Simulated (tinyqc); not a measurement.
Worked calculation: tight binding, kagome lattice. One step of it, computed by the program tinyqc.

Task: Bloch Hamiltonian at K. H_AB = -t1 - t2 exp(-i k.a1), H_AC = -t1 - t2 exp(-i k.a2), H_BC = -t1 - t2 exp(i k.(a1 - a2)), H_CC = delta.

Parameters chosen for this model:
```
parameter     value                unit
t1         0.690000    eV, up triangles
t2         0.900000  eV, down triangles
delta      0.100000        eV on site C
```

k point K (fractions of the reciprocal vectors): [0.333333, 0.666667]

Give: H(k) at K.

Result:

H(k) at K (eV), order A, B, C:
```
[[0.0000, -0.2400+0.7794i, -0.2400-0.7794i],
 [-0.2400-0.7794i, 0.0000, -0.2400+0.7794i],
 [-0.2400+0.7794i, -0.2400-0.7794i, 0.1000]]
```
